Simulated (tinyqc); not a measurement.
Changing the reactive partial pressure P: Berg model of reactive sputtering of a nitride or oxide: poisoning, hysteresis and pumping speed. Computed by tinyqc, a small Python program. Command: `OMP_NUM_THREADS=1 python tinyqc.py 3006566 3006567 out.jsonl berg sweep`. One thread of a shared host (Intel(R) Xeon(R) Processor @ 2.30GHz), about 0.03 s of CPU time with the checks.

A diatomic gas reacts with bare metal on the target and on the collecting surfaces; ions remove metal and compound from the target. theta_t and theta_c are the compound fractions.

Inputs (values chosen for the exercise, close to those used for tantalum nitride): ion current density J = 50 mA/cm^2; target area A_t = 290 cm^2; collecting area A_c = 1600 cm^2; metal yield Y_m = 0.51; compound yield Y_c = 0.25; sticking coefficient alpha = 0.59; reactive atoms per metal atom z = 1; gas mass M = 28 u; pumping speed S = 1300 l/s; gas temperature T = 300 K.

Constants: e = 1.602176634e-19 C; u = 1.6605390666e-27 kg; k_B = 1.380649e-23 J/K.

Method. Ion flux j = J/e; gas flux F = P/sqrt(2 pi M k_B T). Target: (2/z) alpha F (1 - theta_t) = j Y_c theta_t. Sputtered flows F_c = j Y_c theta_t A_t, F_m = j Y_m (1 - theta_t) A_t. Collector: (2/z) alpha F (1 - theta_c) A_c + F_c (1 - theta_c) = F_m theta_c. Gas use Q = alpha F [(1 - theta_t) A_t + (1 - theta_c) A_c] + P S/(k_B T); 1 sccm = 4.4780e17 molecules/s. Rate R = F_m + F_c, given relative to j Y_m A_t.

One run for each value:
```
reactive partial pressure P (Pa)  total flow Q (sccm)  rate relative to clean metal  theta_t  theta_c
5.00e-04                                         3.72                       0.98915  0.02128  0.06606
1.10e-03                                         7.68                       0.97673  0.04564  0.13717
2.30e-03                                        14.26                       0.95365  0.09091  0.25735
5.00e-03                                        24.64                       0.90896  0.17858  0.45126
1.10e-02                                        37.07                       0.83506  0.32354  0.68220
2.30e-02                                        48.95                       0.74509  0.50001  0.85506
5.00e-02                                        66.97                       0.65082  0.68494  0.95175
1.10e-01                                       106.52                       0.57836  0.82707  0.98720
2.30e-01                                       188.77                       0.53654  0.90909  0.99670
5.00e-01                                       376.85                       0.51262  0.95602  0.99926
```

Over the rows, total flow Q (sccm) rises from 3.72 to 377 (exponent d ln y / d ln x between 0.38 and 0.92); rate relative to clean metal falls from 0.989 to 0.513 (exponent d ln y / d ln x -0.016 between the first rows and -0.059 between the last); theta_t rises from 0.0213 to 0.956 (exponent d ln y / d ln x 0.97 between the first rows and 0.065 between the last). Q rises throughout these rows.

Extremes, crossings and ranges named in words are read from the listed rows.
